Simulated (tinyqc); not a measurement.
Balance functions: hot carriers by balance equations with a heated Maxwellian. Computed by tinyqc, a small Python program. Command: `OMP_NUM_THREADS=1 python tinyqc.py 3004629 3004630 out.jsonl hot walk`. One thread of a shared host (Intel(R) Xeon(R) Processor @ 2.30GHz), about 0.01 s of CPU time with the checks.

The carriers follow a Maxwellian at an electron temperature T_e, slightly displaced; the drift energy is neglected against k_B T_e. The balance averages the rate, not the time, so mu_0 lies below the relaxation-time value.

Inputs (values chosen for the exercise, modelled on electrons in diamond):
```
quantity,value,unit
effective mass m,0.486,m_0
density rho,3515,kg/m^3
sound velocity v_l,18600,m/s
acoustic deformation potential D_A,8.9,eV
phonon energy hbar w,146,meV
optical or intervalley deformation potential D_o,7.5,1e8 eV/cm
final valleys Z_f,5,-
lattice temperature T,300,K
```

Band: parabolic. Solver: damped fixed point.

Constants: k_B = 8.617333262e-05 eV/K; k_B = 1.380649e-23 J/K; e = 1.602176634e-19 C; hbar = 1.054571817e-34 J s; m_0 = 9.1093837015e-31 kg; hbar = 6.582119569e-16 eV s.

Method:
- Parabolic band: E = hbar^2 k^2/(2 m), speed v = hbar k/m, states per spin, volume and energy g(E) = m k/(2 pi^2 hbar^2). Masses are multiplied by m_0 and all formulas are in SI units.
- Phonon occupation N_q = 1/(exp(hbar w/(k_B T)) - 1).
- Acoustic deformation potential (elastic, equipartition, absorption and emission together): 1/tau = 2 pi k_B T D_A^2 g(E)/(hbar rho v_l^2).
- Optical or intervalley deformation potential: 1/tau = (pi Z_f D_o^2/(rho w)) [N_q g(E + hbar w) + (N_q + 1) g(E - hbar w)], with g = 0 below the band edge.
- Averages over the Maxwellian, <y> = int y x^(1/2) exp(-x) dx / int x^(1/2) exp(-x) dx with x = E/(k_B T_e), split at x_0 = hbar w/(k_B T_e): 64 Gauss-Legendre points in sqrt(x) below it and 128 in sqrt(x - x_0) above it, up to x = 32. Momentum balance: mu(T_e) = e/(m nu), nu = <x (sum of rates)>/<x>. Power lost per carrier: P(T_e) = hbar w <emission rate - absorption rate> + <(2 m v_l^2/(k_B T)) (E - 2 k_B T) acoustic rate>.
- The field that sustains T_e follows from e mu F^2 = P.

Against the electron temperature:
```
T_e (K),mu (cm^2/(V s)),P optical (1e9 eV/s),P acoustic (1e9 eV/s),F (kV/cm),drift velocity (1e7 cm/s)
330,3515.8,3.1429e+00,2.1625e-01,0.977,0.3437
390,2713.2,1.2801e+01,7.0527e-01,2.231,0.6054
480,1895.9,3.5874e+01,1.5648e+00,4.444,0.8425
600,1290.0,8.0368e+01,2.9159e+00,8.035,1.0365
900,702.1,2.3050e+02,7.1425e+00,18.398,1.2917
1500,396.5,5.5895e+02,1.8442e+01,38.159,1.5131
2400,268.1,9.8291e+02,4.0823e+01,61.798,1.6566
3600,202.8,1.4289e+03,7.8568e+01,86.209,1.7486
```

What does the comparison show, and why?

Optical phonons take 94 % of the power in the first row and 95 % in the last. The velocity grows as F^0.69 at first and as F^0.16 at the end, so it levels off; if optical phonons alone set both balances the limit at high T_e would be sqrt(3 hbar w tanh(hbar w/2 k_B T)/(4 m)) = 1.98 in the same unit. Rows above 1400 K (k_B T_e > 0.12 eV) stretch the parabolic band.
